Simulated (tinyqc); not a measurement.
The scattering mechanism: Boltzmann transport in a parabolic band with a power-law relaxation time.

F_j(eta) = (1/Gamma(j + 1)) integral_0^infinity x^j dx/(1 + exp(x - eta)), which tends to exp(eta) for eta << 0.

tau = tau0 x^r with x = E/kT. With K_j = Gamma(j + 1) F_j(eta): <tau> = tau0 (r + 3/2) K_(r+1/2)/((3/2) K_(1/2)); mu = <tau>/(mc m0/e), m0/e = 5.685630e-12 kg/C; Hall factor rH = (3/2) K_(1/2) (2r + 3/2) K_(2r+1/2)/((r + 3/2) K_(r+1/2))^2; Seebeck S = -(kB/e) [(r + 5/2) K_(r+3/2)/((r + 3/2) K_(r+1/2)) - eta]; Lorenz number L = (kB/e)^2 [(r + 7/2) K_(r+5/2)/((r + 3/2) K_(r+1/2)) - ((r + 5/2) K_(r+3/2)/((r + 3/2) K_(r+1/2)))^2]; kB/e in V/K. Valley anisotropy is left out of rH.

Constants: kB = 8.617333262e-05 eV/K.
eta = -4.41347

Same eta for each exponent.

Results:
```
r                                     mechanism  <tau>/tau0     rH  S (microvolt/K)  L (1e-8 W ohm/K^2)
-0.5                           acoustic phonons       0.751  1.177           -553.2               1.487
0.0                  a constant relaxation time       1.000  1.000           -596.2               1.857
0.5   polar optical or piezoelectric scattering       1.506  1.104           -639.2               2.228
1.5                          ionised impurities       4.526  1.929           -725.3               2.969
```

From r = -1/2 to 3/2 |S| grows by 172.1 microvolt/K, against 2 kB/e = 172.3 in the non-degenerate limit: scattering that favours fast electrons raises the mean energy carried. rH is 1 only for constant tau and reaches 1.929 for r = 3/2; L spans 1.487 to 2.969 against the metallic 2.443.

Computed by tinyqc, a small Python program: `OMP_NUM_THREADS=1 python tinyqc.py 1651785 1651786 out.jsonl` (the numbers bound the seed that draws the inputs); one thread of a shared host (Intel(R) Xeon(R) Processor @ 2.30GHz), about 0.01 s for the whole set of steps.
